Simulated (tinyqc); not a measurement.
Inside a calculation. Model: chemically amplified photoresist: aerial image, acid generation, bake, development and line width. Computed by tinyqc, a small Python program that keeps every step. Command: `OMP_NUM_THREADS=1 python tinyqc.py 3002836 3002837 out.jsonl resist walk`. One thread of a shared host (Intel(R) Xeon(R) Processor @ 2.30GHz), about 0.02 s of CPU time with the checks. Intermediate numbers are printed to about 5 digits and carried at full precision; extremes and crossings named in words are read from the listed rows.

Lines and spaces of pitch p with a two-beam-like image; x = 0 is the middle of the bright space. The resist is positive and treated as uniform in depth.

Inputs (values chosen for the exercise, for a model resist at 193 nm):
```
quantity,value,unit
pitch p,94,nm
image contrast c,0.62,-
mean dose E,8.25,mJ/cm^2
Dill parameter C,0.017,cm^2/mJ
"quencher load q, relative to the acid generator",0.1,-
acid diffusivity D,0.86,nm^2/s
bake time t,60,s
amplification rate k_amp,0.079,1/s
threshold protection m_th,0.54,-
development selectivity n,3,-
largest rate r_max,860,nm/s
smallest rate r_min,0.18,nm/s
resist thickness d,99,nm
development time t_d,30,s
photon energy,6.42,eV
absorption coefficient alpha,0.8,1/um
```

## Acid image and its blur

Dose E(x) = E [1 + c cos(2 pi x/p)]; acid h = 1 - exp(-C E(x)). Bake: the acid image is blurred by a Gaussian of variance sigma^2 = 2 D t (each Fourier term k of h, taken on 64 points, is multiplied by exp(-4 pi^2 k^2 D t/p^2)). Cosine coefficients: h(x) = sum_k h_k cos(2 pi k x/p).

diffusion length sigma = sqrt(2 D t) = 10.159 nm

h_0 to h_4 before the bake: [0.12922, 0.07565, -0.00164, 0.00002, 0.00000]

h_0 to h_4 after the blur: [0.12922, 0.06007, -0.00065, 0.00000, 0.00000]

blur factor of the first harmonic = 0.79410

sigma/p = 0.108; the blur keeps 79 % of the modulation.

## From image to dissolution rate

The quencher then removes q, h_eff = max(h_blurred - q, 0); protection m = exp(-k_amp t h_eff). Mack rate r = r_max (a + 1)(1 - m)^n/(a + (1 - m)^n) + r_min, a = ((n + 1)/(n - 1))(1 - m_th)^n.

Across half a pitch:
```
x/p,x (nm),dose (mJ/cm^2),blurred acid,protection m,rate (nm/s)
0.00,0.0,13.365,0.18864,0.6570,1.7664e+02
0.05,4.7,13.115,0.18582,0.6658,1.6550e+02
0.10,9.4,12.388,0.17761,0.6922,1.3403e+02
0.15,14.1,11.257,0.16472,0.7358,8.9083e+01
0.20,18.8,9.831,0.14831,0.7954,4.3504e+01
0.25,23.5,8.250,0.12987,0.8680,1.2181e+01
0.30,28.2,6.669,0.11118,0.9484,9.0580e-01
0.35,32.9,5.243,0.09411,1.0000,1.8000e-01
0.40,37.6,4.112,0.08042,1.0000,1.8000e-01
0.45,42.3,3.385,0.07155,1.0000,1.8000e-01
0.50,47.0,3.135,0.06849,1.0000,1.8000e-01
```

The dose varies by a factor 4.26 across the pattern and the rate by 981.

## Space width and dose latitude

Edge: vertical development clears the film where r t_d >= d; the space width is twice the x where r = d/t_d. Dose sensitivity = d ln(width)/d ln E from widths at 1.005 E and E/1.005; image log-slope at the edge = |d ln E/dx|, normalised by the width (NILS); latitude for 10 % of width = 10 %/sensitivity.

space width = 52.668 nm

dose sensitivity = 1.0530

NILS = 2.4270

dose latitude = 9.4970 %

At the same width a resist without blur would give a sensitivity 2/NILS = 0.824; the blur multiplies it by 1.28. Caution: lateral development, standing waves and the joint diffusion of acid and quencher are left out, so widths are indicative.

## Photon statistics at the edge

The edge lies at x = width/2. Absorbed photons per volume N = E(edge) alpha/(photon energy), 1 mJ/cm^2 = 62.41509 eV/nm^2, alpha in 1/nm; a Gaussian blur averages over a volume V = (2 sqrt(pi) sigma)^3; relative noise 1/sqrt(N V); edge noise sigma_x = (dh/d ln E) noise/|dh/dx|, with both derivatives of the blurred acid at the edge.

absorbed photons N = 0.056674 1/nm^3

photons in the blur volume = 2646.8

edge noise from photons = 0.53896 nm

Caution: the noise counts photons alone (acid and quencher statistics add to it) and takes the film as thicker than the blur; a thinner film averages in two dimensions only.

## Blur against noise

For each sigma the edge is held at x = p/4; N is taken at the mean dose; edge noise = (dh/d ln E)/(sqrt(N V) |dh/dx|), both derivatives taken of the blurred acid, V = (2 sqrt(pi) sigma)^3, N = E alpha/(photon energy), 1 mJ/cm^2 = 62.41509 eV/nm^2.

Trade-off:
```
sigma/p,sigma (nm),blur factor,photons in V,edge noise (nm)
0.02,1.88,0.99214,1.8993e+01,5.5761
0.04,3.76,0.96891,1.5194e+02,2.0139
0.07,6.58,0.90781,8.1431e+02,0.9235
0.10,9.40,0.82087,2.3741e+03,0.5946
0.14,13.16,0.67917,6.5145e+03,0.4311
0.18,16.92,0.52753,1.3846e+04,0.3794
0.22,20.68,0.38467,2.5279e+04,0.3845
0.27,25.38,0.23717,4.6729e+04,0.4585
0.33,31.02,0.11653,8.5318e+04,0.6905
```

The noise is least near sigma/p = 0.18 among these rows. More diffusion averages over more photons (noise falls as sigma^(-3/2)) until it erases the image slope (factor exp(-2 pi^2 sigma^2/p^2)); for a pure cosine the two balance at sigma/p = sqrt(3/8)/pi = 0.195. Caution: for a film thinner than the blur the noise falls as 1/sigma only, and the optimum moves to sigma/p = 1/(2 pi) = 0.159.

Checks made by the program: sensitivity 2/NILS in the limit of no diffusion (relative difference 1e-06).
